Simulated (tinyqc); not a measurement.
Length of a polyene: Hueckel, PPP and singles CI along the polyenes. Computed by the program tinyqc. 

All-trans chains of carbon centres 1.40 angstrom apart:
```
parameter                               value
beta (eV), times 1 +/- alternation  -2.390000
alternation                          0.170000
W (eV)                              11.160000
gamma_rr (eV)                       10.550000
repulsion formula                        Ohno
```

Hueckel uses the same beta without repulsion; CIS keeps all single excitations and so misses the low, doubly excited 2Ag state. W is the valence ionisation energy of a centre, MN the Mataga-Nishimoto formula, f the oscillator strength.

Gaps and excitations (eV):
```
centres  Hueckel gap  PPP orbital gap  bright singlet (CIS)      f  lowest triplet (CIS)
2              5.593           12.957                 7.185  0.616                 4.000
4              3.950           10.690                 5.804  1.080                 3.156
6              3.199            9.584                 5.034  1.473                 2.760
8              2.779            8.954                 4.564  1.831                 2.555
10             2.514            8.560                 4.257  2.168                 2.439
```

The Hueckel gap tends to 4 x alternation x |beta| = 1.63 eV for long chains. Exchange opens the PPP orbital gap, and the attraction of electron and hole brings the bright state 4.30 eV below it at 10 centres; the triplet lies 1.82 eV lower still.
